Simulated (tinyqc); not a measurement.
Inside a calculation. Model: thin-film transistor with exponential tail and deep states, accumulation layer.

Numbers from tinyqc (`OMP_NUM_THREADS=1 python tinyqc.py 2610068 2610069 out.jsonl`; about 0.02 s on one thread of a shared Intel Xeon 2.30GHz). Printed values are rounded.

An undoped film in accumulation, thicker than the space-charge layer. With band bending psi the Fermi level lies E0 - psi below the band edge. Free electrons n = n0 exp(psi/Vt) carry the current; electrons in two exponential distributions of traps, a = a0 exp(psi/Va) and d = d0 exp(psi/Vp), do not. Linear regime, ohmic contacts, traps in equilibrium.

Values chosen for this exercise; values close to those of amorphous indium gallium zinc oxide:

| symbol | value | unit | meaning |
|---|---|---|---|
| T | 250 | K | temperature |
| eps_r | 10 |  | relative permittivity of the semiconductor |
| Nc | 5.2e18 | cm^-3 | density of extended states |
| mb | 16 | cm^2/(V s) | band mobility |
| Nt | 4.6e18 | cm^-3 | total density of tail states |
| Tt | 350 | K | characteristic temperature of the tail |
| Nd | 9.4e16 | cm^-3 | total density of deep states |
| Td | 1760 | K | characteristic temperature of the deep states |
| E0 | 0.61 | eV | bulk Fermi level below the band edge |
| Ci | 17 | nF/cm^2 | gate capacitance |
| WL | 2 |  | ratio W/L |
| Vd | 0.05 | V | drain voltage |
| Vg | 13 | V | gate voltage above flat band |

Constants: q = 1.602176634e-19 C, kB = 1.380649e-23 J/K, Vt = kB T/q, eps0 = 8.8541878128e-14 F/cm where lengths are in cm. Results are converted to the units shown.

Range of the model: The Fermi level at the surface comes within 2 Vt of the band edge, where the exponential forms for free and trapped electrons fail. The th form assumes a Fermi level far below the band edge; at the surface it overcounts the filled tail by a factor of about 2.1.

## Bulk densities

Va = kB Tt/q, Vp = kB Td/q; n0 = Nc exp(-E0/Vt), a0 = Nt th(T/Tt) exp(-E0/Va), d0 = Nd th(T/Td) exp(-E0/Vp), th(x) = pi x/sin(pi x).

Va = 0.0301607 V
Vp = 0.151665 V
th(T/Tt) = 2.87018
n0 = 2.62388e6 cm^-3
a0 = 2.17297e10 cm^-3
d0 = 1.74140e15 cm^-3

## Iteration 1: surface potential by Newton steps

psi at the start = 0.66 V

Va = kB Tt/q, Vp = kB Td/q. G(psi) = sum over the three kinds of c0 [V (exp(psi/V) - 1) - psi], field F = sqrt(2 q G/(eps0 eps_r)); Vg = psi + eps0 eps_r F/Ci at the surface. f = psi + eps0 eps_r F/Ci - Vg, f' = 1 + q rho/(Ci F) with rho = sum c0 (exp(psi/V) - 1); psi(new) = psi - f/f'.

F = 1084.47 kV/cm
f = 44.1430 V
f' = 1064.53
psi after iteration 1 = 0.618533 V

## Iteration 2: surface potential by Newton steps

As before.

F = 506.595 kV/cm
f = 14.0038 V
f' = 472.573
psi after iteration 2 = 0.588900 V

## Course of the iteration: surface potential by Newton steps

Stop when psi changes by less than 1e-10 V, or after 30 iterations. psi must stay between 0 and 5 V.

Course of the iteration:

| iteration | psi (V) | \|change\| (V) |
|---|---|---|
| 1 | 0.618533 | 0.0415 |
| 2 | 0.588900 | 0.0296 |
| 3 | 0.576656 | 0.0122 |
| 4 | 0.575020 | 1.64e-3 |
| 5 | 0.574995 | 2.55e-5 |
| 6 | 0.574995 | 6.04e-9 |
| 7 | 0.574995 | < 1e-14 |

Converged in 7 iterations. At the end the number of correct digits about doubles with each step.

## Free and total charge, current

psi_s = 0.574995 V

Va = kB Tt/q, Vp = kB Td/q. G(psi) = sum over the three kinds of c0 [V (exp(psi/V) - 1) - psi], field F = sqrt(2 q G/(eps0 eps_r)); Vg = psi + eps0 eps_r F/Ci at the surface. Total charge Q = Ci (Vg - psi_s); free charge Qf = q times the integral of n0 (exp(psi/Vt) - 1)/F over psi from 0 to psi_s; I = (W/L) mb Qf Vd; effective mobility mb Qf/Q.

surface densities (cm^-3): free 1.02408e18, tail 4.13634e18, deep 7.71617e16
Q = 211.225 nC/cm^2
Qf = 21.9780 nC/cm^2
effective mobility = 1.66481 cm^2/(V s)
I = 35.1649 nA

10.4 % of the induced charge is free, against 19.6 % of the electrons right at the surface.
